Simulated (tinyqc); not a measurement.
What each parameter does: strain-driven crossing of the Gamma and L valleys in a germanium-like crystal alloyed with tin.

Biaxial loads: e0 is the in-plane strain e_par and the normal is free. (001): e_perp = -2 (C12/C11) e_par; exx = eyy = e_par, ezz = e_perp, no shear. (111): e_perp = -(2 C11 + 4 C12 - 4 C44)/(C11 + 2 C12 + 4 C44) e_par; exx = eyy = ezz = (2 e_par + e_perp)/3 and exy = eyz = ezx = (e_perp - e_par)/3. (110): e_perp = -(C11 + 3 C12 - 2 C44)/(C11 + C12 + 2 C44) e_par; exx = eyy = (e_par + e_perp)/2, ezz = e_par, exy = (e_perp - e_par)/2, eyz = ezx = 0. Uniaxial loads: a stress along n, scaled so that n.e.n = e0, with exx = s11 sxx + s12 (syy + szz), exy = s44 sxy/2, s11 = (C11 + C12)/((C11 - C12)(C11 + 2 C12)), s12 = -C12/((C11 - C12)(C11 + 2 C12)), s44 = 1/C44.

Edges from the unstrained valence top: Gamma at Eg + ac tr(e); an L valley with unit axis u at EgL + aL tr(e) + XuL (u.e.u - tr(e)/3), u along [111], [1-1-1], [-11-1], [-1-11]; valence edges are the levels of the 6 x 6 matrix of X, Y, Z times spin with -Dso/3 + l exx + m (eyy + ezz) on the diagonal (cyclic), n exy off it, l = av + 2 b, m = av - b, n = sqrt(3) d. Spin-orbit term (Dso/3) L.sigma on X, Y, Z with (L_k)_ij = -i epsilon_kij: <X+|H|Y+> = -i Dso/3, <X+|H|Z-> = Dso/3, <Y+|H|Z-> = -i Dso/3, <Z+|H|X-> = -Dso/3, <Z+|H|Y-> = i Dso/3, <X-|H|Y-> = i Dso/3, and their conjugates; + and - are the spin along z.

With tin the unstrained gaps become E(y) = (1 - y) E + y EgS - CS y (1 - y); all other values are kept.

Parameters, chosen for this exercise (near those of Ge, gaps at low temperature; not measured data):
- Eg = 0.901 eV (gap at Gamma to the s-like level)
- EgL = 0.731 eV (gap to L)
- Dso = 0.287 eV (spin-orbit splitting)
- ac = -8.09 eV (conduction deformation potential)
- av = 1.23 eV (valence hydrostatic potential)
- b = -2.51 eV (tetragonal shear potential)
- d = -5.22 eV (trigonal shear potential)
- aL = -1.73 eV (hydrostatic potential of the L edge, Xd + Xu/3)
- XuL = 15.7 eV (uniaxial potential, L)
- y = 0.104 (tin fraction)
- EgS = (-0.382, 0.139) eV (Gamma and L gaps of the tin end)
- CS = (2.65, 0.99) eV (bowing of the Gamma and L gaps)
- C11 = 128.8 GPa
- C12 = 48.5 GPa
- C44 = 65.9 GPa
- load = uniaxial [100] (kind of strain)
- e0 = 0.0274 (size of the strain)

Direct gap, Gamma minus the lowest L edge and the valence splitting.

One parameter was then changed.

Results before and after:
```
case     direct gap (eV)  Gamma - L (meV)  valence splitting (meV)
base              0.3174           -135.5                    115.9
changed           0.3151           -135.5                    115.9
```

Which of these changes was made? (a) y = 0.0884; (b) ac = -9.3035 eV; (c) C44 = 56.015 GPa; (d) av = 1.4145 eV; (e) e0 = 0.02329; (f) d = -4.437 eV; (g) aL = -1.4705 eV.

Answer: (d) av = 1.4145 eV. Of the candidates, run in turn, only this one gives the changed row.

All candidates:
```
case              direct gap (eV)  Gamma - L (meV)  valence splitting (meV)
base                       0.3174           -135.5                    115.9
y = 0.0884                 0.3708           -103.8                    115.9
aL = -1.4705 eV            0.3174           -138.7                    115.9
d = -4.437 eV              0.3174           -135.5                    115.9
e0 = 0.02329               0.3479           -123.6                    105.6
C44 = 56.015 GPa           0.3174           -135.5                    115.9
av = 1.4145 eV             0.3151           -135.5                    115.9
ac = -9.3035 eV            0.3023           -150.5                    115.9
```

Program tinyqc; command `OMP_NUM_THREADS=1 python tinyqc.py 1050954 1050955 out.jsonl`; about 0.01 s on one thread of a shared Intel(R) Xeon(R) Processor @ 2.30GHz.
